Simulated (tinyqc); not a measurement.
Worked calculation: tight binding, honeycomb lattice. One step of it, computed by the program tinyqc.

Task: Levels at k. Diagonalise the Hermitian matrix.

H(k) at k (eV):
```
                     A                    B
A             2.180000  -0.502576-0.794041i
B  -0.502576+0.794041i            -2.180000
```

Give: eigenvalues; weights |c|^2 of the basis functions.

Result:

eigenvalues (eV): -2.374  2.374

weights |c|^2 of the basis functions:
```
   band 1  band 2
A   0.041   0.959
B   0.959   0.041
```
